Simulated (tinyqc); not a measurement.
From results back to parameters: Fermi-Dirac statistics of conduction electrons. Two cases, with inputs chosen for the exercise.

Problem. At zero temperature k_F = (3 pi^2 n)^(1/3) and E_F (1 + alpha E_F) = c k_F^2/m, c = hbar^2/2m0, m the density-of-states mass. The Fermi energies at two densities were computed from hidden m and alpha.

Constants: hbar^2/2m0 = 3.80998211 eV angstrom^2.

Find: k_F at nA and nB; m; alpha.

Method. c k^2 (1/m) - E^2 alpha = E is linear in 1/m and alpha; two densities give two equations.

Case 1.

Values chosen (out of a larger set: near those of Ge, lowest valleys alone; not measured data): nA = 2e+20 1/cm^3; nB = 8e+20 1/cm^3.

E_F at nA = 0.198837 eV
E_F at nB = 0.439970 eV

Solution.

k_F at nA and nB (1/angstrom): 0.18092  0.28719

m = 0.555 m0
alpha = 0.65 1/eV

Case 2.

Values chosen (out of a larger set: near those of Si, lowest valleys alone; not measured data): nA = 4e+20 1/cm^3; nB = 1e+21 1/cm^3.

E_F at nA = 0.171041 eV
E_F at nB = 0.297694 eV

Solution.

k_F at nA and nB (1/angstrom): 0.22794  0.30937

m = 1.07 m0
alpha = 0.50 1/eV

Computed by tinyqc, one run a case: `OMP_NUM_THREADS=1 python tinyqc.py N N+1 out.jsonl` with N = 1682134, 1682135; one thread of a shared Intel(R) Xeon(R) Processor @ 2.30GHz, about 0.01 s a run at most.
